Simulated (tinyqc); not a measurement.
What moves the results: k.p theory built from an empirical-pseudopotential calculation at Gamma. A value that a table varies takes the place of the one given here.

Empirical pseudopotential on the fcc lattice, atoms at +/- tau, tau = a (1,1,1)/8, no spin-orbit coupling. H(G,G') = c (2 pi/a)^2 |k + G|^2 delta + VS(q) cos(q.tau) + i VA(q) sin(q.tau), q = G - G', c = hbar^2/2m0; k and G in units of 2 pi/a; VS at |q|^2 = 3, 8, 11 and VA at 3, 4, 11, in rydberg, zero elsewhere. The basis is fixed: all 65 G with |G|^2 up to Gcut. Energies are counted from the fourth level at Gamma.

k.p in the lowest n states at Gamma: H_nm = (E_n + c k^2) delta + 2 c k.<n|G|m>, k in 1/angstrom; with all states of the basis it is exact.

Empirical pseudopotential on the fcc lattice, atoms at +/- tau, tau = a (1,1,1)/8, no spin-orbit coupling. H(G,G') = c (2 pi/a)^2 |k + G|^2 delta + VS(q) cos(q.tau) + i VA(q) sin(q.tau), q = G - G', c = hbar^2/2m0; k and G in units of 2 pi/a; VS at |q|^2 = 3, 8, 11 and VA at 3, 4, 11, in rydberg, zero elsewhere. The basis holds all G with |G|^2 up to a cut-off. Energies are counted from the fourth level at Gamma.

For a multiplet A of d_A states, W(B) = (4 c/(3 d_A)) sum over n in A, m in B and i = x, y, z of |<n|G_i|m>|^2 (G in 1/angstrom, <n|G_i|m> = sum_G c_n(G)* G_i c_m(G)); the mean inverse mass of A is 1 + sum_B W(B)/(E_A - E_B). Multiplets with W = 0 are left out.

Valence parameters: D(u) = c + 4 c^2 sum_m <n|u.G|m><m|u.G|n'>/(0 - E_m) on the valence triplet, in units of c, has eigenvalues L, M, M along [100] and (L + 2M + 2N)/3, (L + 2M - N)/3 twice along [111]; g1 = -(L + 2M)/3, g2 = -(L - M)/6, g3 = -N/6.

Constants: hbar^2/2m0 = 3.80998211 eV angstrom^2; Ry = 13.60569312 eV.

Inputs chosen for the exercise (near those of Ge; shifted at random, so the results belong to these values and not to a real crystal): a = 5.646 angstrom (lattice constant); VS = (-0.225, 0.009, 0.061) Ry (symmetric form factors); VA = (0, 0, 0) Ry (antisymmetric form factors); Gcut = 16 (2 pi/a)^2 (largest |G|^2 of the fixed basis); VS3 = -0.225 Ry; VS8 = 0.009 Ry; VS11 = 0.061 Ry; VA3 = 0 Ry; VA4 = 0 Ry; VA11 = 0 Ry.

## How many bands a k.p model needs: band 5 from Gamma to X

Band 5 (counted from below) at k = f (1, 0, 0) 2 pi/a; n ends on whole multiplets.

Energies (eV):

| f | n = 8 | n = 15 | n = 27 | n = 65 (exact) |
|---|---|---|---|---|
| 0.000 | 1.289 | 1.289 | 1.289 | 1.289 |
| 0.125 | 2.096 | 2.051 | 2.050 | 2.050 |
| 0.250 | 3.458 | 2.546 | 2.534 | 2.533 |
| 0.375 | 4.177 | 1.969 | 1.945 | 1.941 |
| 0.500 | 4.767 | 1.498 | 1.457 | 1.450 |
| 0.625 | 5.525 | 1.170 | 1.107 | 1.097 |
| 0.750 | 6.450 | 1.006 | 0.914 | 0.899 |
| 0.875 | 7.542 | 1.019 | 0.889 | 0.869 |
| 1.000 | 8.798 | 1.176 | 1.043 | 1.015 |

What does this show?

With n = 8 the band stays within 0.05 eV of the exact one up to f = 0.125 (error at X: +7.784 eV). With n = 15 the band stays within 0.05 eV of the exact one up to f = 0.500 (error at X: +0.162 eV). With n = 27 the band stays within 0.05 eV of the exact one over the whole line (error at X: +0.028 eV). A smaller basis can only raise a level. The exact band has its minimum on these points at f = 0.875; n = 8 puts it at f = 0.000.

## Convergence with the plane-wave basis

E_s is the lowest empty singlet, Ep its W to the valence triplet, m its mass.

Results:

| cut-off | plane waves | E_s (eV) | Ep (eV) | m (m0) | g1 | g2 | g3 |
|---|---|---|---|---|---|---|---|
| 8 | 27 | 1.096 | 20.14 | 0.0517 | 8.43 | 2.62 | 3.63 |
| 11 | 51 | 1.263 | 20.11 | 0.0592 | 7.52 | 2.31 | 3.14 |
| 12 | 59 | 1.289 | 20.11 | 0.0604 | 7.52 | 2.22 | 3.12 |
| 16 | 65 | 1.289 | 20.11 | 0.0604 | 7.54 | 2.22 | 3.12 |
| 19 | 89 | 1.280 | 20.12 | 0.0600 | 7.57 | 2.24 | 3.14 |
| 20 | 113 | 1.268 | 20.13 | 0.0594 | 7.61 | 2.27 | 3.17 |
| 24 | 137 | 1.268 | 20.14 | 0.0594 | 7.62 | 2.26 | 3.17 |

What can be read from the table?

Against the last row, E_s errs most, by -0.172 eV, at cut-off 8, and by 0.000 eV in the last row but one. Ep varies by 0.2 % over the table and m by 14.6 %: the mass, near E_s/Ep, inherits the errors of both. Local form factors fix the converged values only roughly. The gap is a difference of two levels, so it need not converge steadily, and here it does not.

## What each form factor does (empirical-pseudopotential levels)

Lowest empty singlet and triplet at Gamma and the valence width there (fixed basis); lowest empty level at X = (1,0,0) and L = (1/2,1/2,1/2) from the valence top, these levels and that top with all |k + G|^2 up to 21. Singlet and triplet count orbital degeneracy. VS3 is VS at |q|^2 = 3, and so on. The row for a keeps the form factors fixed, so it is no model of a real expansion, which changes them too. Each row changes one parameter from the base and keeps the others.

Results:

| case | singlet (eV) | triplet (eV) | X (eV) | L (eV) | width (eV) |
|---|---|---|---|---|---|
| base | 1.289 | 3.416 | 1.032 | 0.899 | 12.108 |
| a = 5.702 angstrom | 1.301 | 3.439 | 1.155 | 0.975 | 11.830 |
| VS3 = -0.215 Ry | 1.377 | 3.273 | 0.782 | 0.798 | 12.149 |
| VS8 = 0.019 Ry | 1.813 | 3.355 | 1.112 | 1.145 | 12.010 |
| VS11 = 0.071 Ry | 1.850 | 3.648 | 1.307 | 1.274 | 11.919 |
| VA3 = 0.03 Ry | 1.340 | 3.450 | 0.758 | 0.908 | 12.116 |
| VA4 = 0.03 Ry | 1.245 | 3.514 | 0.622 | 0.960 | 12.109 |
| VA11 = 0.03 Ry | 1.139 | 3.374 | 0.694 | 0.823 | 12.131 |

What can be read from the table?

The largest shifts from the base row, up to three for each result and ties (the steps differ in size, so this ranks the rows, not the parameters). singlet (eV): VS11 +0.561, VS8 +0.525, VA11 -0.150. triplet (eV): VS11 +0.231, VS3 -0.143, VA4 +0.098. X (eV): VA4 -0.410, VA11 -0.338, VS11 +0.274, VA3 -0.274. L (eV): VS11 +0.376, VS8 +0.247, VS3 -0.100. width (eV): a -0.278, VS11 -0.189, VS8 -0.098. In a diamond crystal a small VA enters the levels at Gamma and L only in second order, by symmetry, but splits the degenerate pair at X in first order.

Computed by tinyqc, a small Python program: `OMP_NUM_THREADS=1 python tinyqc.py 1050249 1050250 out.jsonl` (the numbers bound the seed that draws the inputs); one thread of a shared host (Intel(R) Xeon(R) Processor @ 2.30GHz), about 0.3 s for the whole set of steps.
